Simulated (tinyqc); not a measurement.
# Worked calculation: read current of a NAND string, cells in series solved by shooting

Numbers from tinyqc (`OMP_NUM_THREADS=1 python tinyqc.py 2142276 2142277 out.jsonl`; about 0.7 s on one thread of a shared Intel Xeon 2.30GHz). Printed values are rounded.

Cells in series, numbered from 0 at the source line (0 V) to the bit line, each followed by a gap resistance Rg. A cell with gate Vg, threshold VT, source Vs and drain Vd passes I = 2 nf K Vt^2 [F(Vs) - F(Vd)]/(1 + th max(Vg - VT, 0)), F(V) = ln^2(1 + exp((Vg - VT - nf V)/(2 nf Vt))). The selected cell has Vg = Vr, the others Vg = Vp.

Parameters, values chosen for the exercise; values of the order met in vertical NAND strings:
- T = 358 K (temperature)
- K = 25 uA/V^2 (gain factor of a cell)
- nf = 2.1 (slope factor)
- th = 0.15 1/V (mobility reduction factor)
- Rg = 1.9 kohm (resistance of the gap between cells)
- Vbl = 0.5 V (bit-line voltage)
- Vp = 6.7 V (pass voltage)
- Vr = 2.37 V (read voltage on the selected word line)

Constants: q = 1.602176634e-19 C, kB = 1.380649e-23 J/K, Vt = kB T/q. Results are converted to the units shown.

## Step 1: node voltages for a trial current

first trial current = 3 uA
thresholds from the source end, cell 0 to 3 (V): [1.4, -0.8, -0.8, 4.1]

For a trial current I start at 0 V and, cell by cell (the selected one is cell 0), solve for the drain: sqrt(F(Vd)) = sqrt(F(Vs) - I/k), k = 2 nf K Vt^2/(1 + th max(Vg - VT, 0)), Vd = [Vg - VT - 2 nf Vt ln(exp(sqrt F) - 1)]/nf, then add I Rg.

node voltage after each cell and gap, trial 1, cell 0 to 3 (V): [0.181013, 0.222719, 0.264879, 0.355937]

## Step 2: node voltages for a trial current

second trial current = 3.5 uA

As before.

node voltage after each cell and gap, trial 2, cell 0 to 3 (V): [0.223423, 0.272658, 0.322537, 0.436714]

## Course of the secant iteration

Secant steps on the end voltage less Vbl, from the two trials; a trial above the saturation current of a cell has no solution and is moved halfway to the previous trial. Stop below 1e-9 V.

Course of the iteration:

| iteration | I (uA) | end voltage - Vbl (V) | halvings |
|---|---|---|---|
| 1 | 3.89173 | 0.0105 | 0 |
| 2 | 3.83582 | -7.90e-4 | 0 |
| 3 | 3.83971 | -1.00e-5 | 0 |
| 4 | 3.83976 | 9.49e-9 | 0 |
| 5 | 3.83976 | -1.13e-13 | 0 |

Converged in 5 iterations to I = 3.8398 uA. The selected cell takes 50.0 % of the bit-line voltage and the gaps together 5.84 %.
